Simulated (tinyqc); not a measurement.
Shortcuts against the integral: sheet resistance and Hall data of a diffused or implanted layer. Computed by tinyqc, a small Python program. Command: `OMP_NUM_THREADS=1 python tinyqc.py 3022136 3022137 out.jsonl layer walk`. One thread of a shared host (Intel(R) Xeon(R) Processor @ 2.30GHz), about 0.01 s of CPU time with the checks.

Carriers are taken equal to the net active doping down to the junction (full ionisation, which deep dopants in wide-gap hosts do not reach; no spill-over, no depletion), and the Hall factor is 1.

Inputs (values chosen for the exercise, modelled on donors in germanium):
```
quantity                                 value        unit
mu_min                                     293  cm^2/(V s)
mu_max                                    3840  cm^2/(V s)
N_ref                                  1.2e+17      1/cm^3
exponent alpha                            0.56           -
peak concentration N_0                 6.1e+18      1/cm^3
length scale l                              25          nm
background doping N_B (opposite type)  1.6e+17      1/cm^3
projected range R_p                         59          nm
```

Profile: buried Gaussian (implant). Activation: complete.

Constants: e = 1.602176634e-19 C.

Method:
- N(x) = N_0 exp(-(x - R_p)^2/(2 l^2)) for x > 0, dose N_0 l sqrt(pi/2) erfc(-R_p/(l sqrt 2)), junction x_j = R_p + l sqrt(2 ln(N_0/N_B)); the layer starts at x_0 = max(0, 2 R_p - x_j).
- Mobility mu = mu_min + (mu_max - mu_min)/(1 + (N_t/N_ref)^alpha), N_t = active doping + N_B; carriers n = active doping - N_B, all dopants active.
- Integrals from x_0 (0 unless stated) to x_j by the midpoint rule on 400 even intervals: 1/R_s = e int n mu dx; sheet density n_s = int n dx; Hall sheet density (int n mu dx)^2/int n mu^2 dx; Hall mobility int n mu^2 dx/int n mu dx.
- Mean conductivity 1/(R_s x_j); mean mobility 1/(e n_s R_s).
- Shortcuts: R_s = 1/(e Q mu) with the dose Q and the mobility at the (active) peak concentration; 1/(e n_s mu) with mu at N_t = n_s/x_j + N_B; 1/(e Q mu_max).

sheet resistance R_s = 239.073 ohm

dose = 3.78768e+13 1/cm^2

sheet density n_s = 3.57203e+13 1/cm^2

junction depth x_j = 126.462 nm

Sheet resistances:
```
method                                   R_s (ohm)  deviation (%)
integral                                    239.07          0.000
dose, mobility at the peak                  256.58          7.324
n_s, mobility at the mean concentration     219.44         -8.214
dose, mu_max                                 42.91        -82.050
```

What follows from these numbers?

The closest shortcut is «dose, mobility at the peak» (+7.3 %). The peak mobility is the lowest in the layer, so with full activation it overestimates R_s.

Extremes, crossings and ranges named in words are read from the listed rows.
